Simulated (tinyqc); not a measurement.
Length of a molecular wire: coherent transport through a tight-binding bridge. Computed by the program tinyqc. 

A uniform bridge between two chains:
```
parameter                        value
site energy (eV)              2.200000
hopping in the bridge (eV)    1.420000
lead hopping (eV)             2.620000
couplings (eV)              0.99, 0.54
E (eV)                        0.270000
```

T = Gamma_L Gamma_R |G_1n|^2 with the self-energies of semi-infinite chains.

Transmission against length:
```
sites           T    ln T
2      8.7544e-02  -2.436
3      6.1485e-01  -0.486
4      6.2015e-02  -2.780
5      4.2180e-02  -3.166
6      1.2421e-01  -2.086
7      3.4974e-01  -1.051
8      5.1790e-02  -2.961
9      4.5478e-02  -3.091
10     1.9493e-01  -1.635
```

E lies inside the band of the bridge (|E - e|/2h = 0.680 < 1): T does not decay but oscillates with length, between 0.042 and 0.615 here, as levels of the bridge pass E.
